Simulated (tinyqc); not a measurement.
Filling the band: three-level Kane dispersion of a narrow-gap semiconductor.

Zero of energy at Gamma8, c = hbar^2/2m0, P^2 = Ep c. The free-electron term and remote bands are left out, so the heavy holes are flat at E = 0 and the other three bands obey E (E - Eg)(E + Dso) = P^2 k^2 (E + 2 Dso/3). The conduction band is the highest root; its edge is Ec = max(Eg, 0).

Degenerate electrons at T = 0: kF = (3 pi^2 n)^(1/3), 1 cm^-3 = 1e-24 angstrom^-3; EF is the highest root at kF. The momentum (cyclotron, optical) mass is m(E) = hbar^2 k/(dE/dk) = c d(k^2)/dE with d(k^2)/dE = k^2 [1/E + 1/(E - Eg) + 1/(E + Dso) - 1/(E + 2 Dso/3)]; the density of states is k d(k^2)/dE/(2 pi^2).

Edge mass m0* = Eg (Eg + Dso)/(Ep (Eg + 2 Dso/3)).
Constants: hbar^2/2m0 = 3.80998211 eV angstrom^2.

Parameters, chosen for this exercise (out of a larger set: a narrow-gap II-VI alloy; not measured data):

| symbol | value | unit | meaning |
|---|---|---|---|
| Eg | 0.094 | eV | E(Gamma6) - E(Gamma8) |
| Dso | 0.97 | eV | spin-orbit splitting |
| Ep | 19.9 | eV | Kane energy |

n from 1e15 to 1e19 cm^-3. The last column is the local power d ln(EF - Ec)/d ln n = kF^2/(1.5 (EF - Ec) d(k^2)/dE).

Results:

| n (cm^-3) | kF (1/angstrom) | EF - Ec (meV) | parabolic (meV) | m(EF) | m(EF)/m0* | power |
|---|---|---|---|---|---|---|
| 1.0e+15 | 0.00309 | 5.1 | 5.4 | 0.0075 | 1.10 | 0.635 |
| 1.0e+16 | 0.00667 | 20.6 | 24.9 | 0.0096 | 1.42 | 0.569 |
| 3.0e+16 | 0.00961 | 37.6 | 51.9 | 0.0119 | 1.75 | 0.524 |
| 1.0e+17 | 0.01436 | 68.7 | 115.8 | 0.0160 | 2.36 | 0.477 |
| 3.0e+17 | 0.02071 | 113.6 | 240.8 | 0.0217 | 3.20 | 0.441 |
| 1.0e+18 | 0.03094 | 189.8 | 537.4 | 0.0311 | 4.58 | 0.413 |
| 3.0e+18 | 0.04462 | 295.4 | 1117.8 | 0.0434 | 6.40 | 0.394 |
| 1.0e+19 | 0.06665 | 470.7 | 2494.3 | 0.0630 | 9.28 | 0.381 |

What does the comparison show?

The power falls from 0.635 to 0.381: 2/3 marks a parabola, 1/3 a linear band. The parabola is within 10 % up to n = 1.0e+15 cm^-3. The mass has doubled by n = 1.0e+17 cm^-3 and ends at 9.3 times its edge value.

Program tinyqc; command `OMP_NUM_THREADS=1 python tinyqc.py 1050970 1050971 out.jsonl`; about 0.01 s on one thread of a shared Intel(R) Xeon(R) Processor @ 2.30GHz.
